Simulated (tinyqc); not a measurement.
Depolarisation shift: optical transitions of a finite quantum well.

Each carrier sees a square well of width L with its own depth V and masses m (inside), mb (outside); c = hbar^2/2m0, k = sqrt(m E/c), kappa = sqrt(mb (V - E)/c), and level n solves k L + 2 atan[(k/m)/(kappa/mb)] = n pi. The envelope is cos(kz) for odd n and sin(kz) for even n inside, joins exp(-kappa (|z| - L/2)) outside, and is normalised to 1. Excitons and band mixing are left out.

Constants: hbar^2/2m0 = 3.80998211 eV angstrom^2; e^2/(4 pi eps0) = 14.39964547 eV angstrom.

Inputs chosen for the exercise (near those of an InGaAs well in InAlAs; shifted at random, so the results belong to these values and not to a real crystal):
```
symbol  value                                        unit         meaning
L       103                                          angstrom     well width
Vc      0.541                                        eV           conduction offset
me      0.0414                                       m0           electron, well
meb     0.0745                                       m0           electron, barrier
eps     11                                                        background dielectric constant
Nss     (0.038, 0.095, 0.19, 0.38, 0.57, 0.76, 1.1)  x 1e12/cm^2  sheet densities
```

The collective line lies at E12 sqrt(1 + a), a = 8 pi q (n1 - n2) S/(eps E12), q = e^2/(4 pi eps0), S = integral over z of (integral up to z of psi_1 psi_2)^2. Zero temperature with the mass me in both subbands: n1 - n2 = Ns until Ns reaches D E12, D = me/(2 pi c), and D E12 beyond. 1e12/cm^2 = 1e-4/angstrom^2; exchange and the static band bending by the charge are left out.

Line position:
```
Ns (1e12/cm^2),n1 - n2,a,line (meV),shift (meV)
0.038,0.038,0.0066,145.37,0.48
0.095,0.095,0.0166,146.09,1.20
0.19,0.190,0.0332,147.28,2.39
0.57,0.570,0.0997,151.94,7.05
0.76,0.760,0.1329,154.22,9.33
1.1,1.100,0.1923,158.22,13.32
```

Give the missing row, Ns (1e12/cm^2) = 0.38.

Computed row:
```
Ns (1e12/cm^2)  n1 - n2       a  line (meV)  shift (meV)
0.38              0.380  0.0664      149.63         4.74
```

S = 7.701 angstrom
E12 = 144.89 meV

The upward shift grows from 0.48 to 13.32 meV, 9.2 % of E12 at most. For small a the shift is a E12/2, linear in Ns; in the last row that rule gives 13.93 meV. S/L = 0.0748, against 5/(9 pi^2) = 0.0563 for hard walls.

(tinyqc, `OMP_NUM_THREADS=1 python tinyqc.py 1280005 1280006 out.jsonl`, Intel(R) Xeon(R) Processor @ 2.30GHz, 1 thread, shared host, about 0.07 s.)
